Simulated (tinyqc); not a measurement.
Pinning factor and neutrality level from two metals.

Question. On an oxide a metal of vacuum work function pM shows the effective value Phi + S (pM - Phi), with S = 1/(1 + 0.1 (eps_inf - 1)^2). Find S, Phi and eps_inf.

effective work functions for metals of 4.08 and 5.45 eV (eV): 4.2841105  5.4866665

Solution. The slope is S, and the point where both work functions agree is Phi.

S = 0.878
Phi = 5.75 eV
eps_inf = 2.18

Program tinyqc, `OMP_NUM_THREADS=1 python tinyqc.py 2410121 2410122 out.jsonl`; Intel Xeon 2.30GHz, shared host, one thread, about 0.01 s.
